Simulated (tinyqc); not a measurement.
The 3-omega method: a line heater on a substrate with a thin film: one step, computed by the program tinyqc. Command: `OMP_NUM_THREADS=1 python tinyqc.py 3030110 3030111 out.jsonl threeomega walk`. One thread of a shared host (Intel(R) Xeon(R) Processor @ 2.30GHz), about 0.01 s of CPU time with the checks.

A current at angular frequency omega = 2 pi f heats the line at 2 omega with the amplitude P per length; the temperature swing Delta T at 2 omega gives a voltage at 3 omega. The substrate is taken as semi-infinite and isotropic, and the heat capacity of heater and film is left out.

Task: The film adds a constant step. One-dimensional flow across the film: Delta T_f = P (t/kappa_f + R_i)/(2 b); total in-phase swing Delta T = Delta T_s + Delta T_f; third-harmonic amplitude V_3 = V_1 beta |Delta T|/2 with the out-of-phase part included; the apparent film conductivity is t/(t/kappa_f + R_i).

Inputs (values chosen for the exercise, modelled on hafnia on silica):
```
quantity,value,unit
substrate conductivity kappa,1.46,W/(m K)
heater half-width b,3.8,micrometre
power amplitude per length P,1.2,W/m
film thickness t,86,nm
film conductivity kappa_f,1.2,W/(m K)
interface resistance R_i,7,m^2 K/GW
temperature coefficient of resistance beta,2.1,1e-3/K
voltage amplitude V_1,2.7,V
```

in-phase Delta T_s = 0.3341966 K

out-of-phase Delta T_s = -0.1728313 K

Give: Delta T_f; total in-phase swing; V_3; apparent film conductivity; film share of the in-phase swing.

Result:

Delta T_f = 0.012421 K

total in-phase swing = 0.34662 K

V_3 = 1.0980 mV

apparent film conductivity = 1.0932 W/(m K)

film share of the in-phase swing = 0.035835

The interface lowers the apparent conductivity by 9 %. The film is a small part of the signal: an error of 1 % in Delta T_s becomes 27 % in the film resistance. Caution: the film does not conduct much worse than the substrate, so heat spreads in it and the one-dimensional step is only approximate, and wrong once kappa_f nears or exceeds kappa.
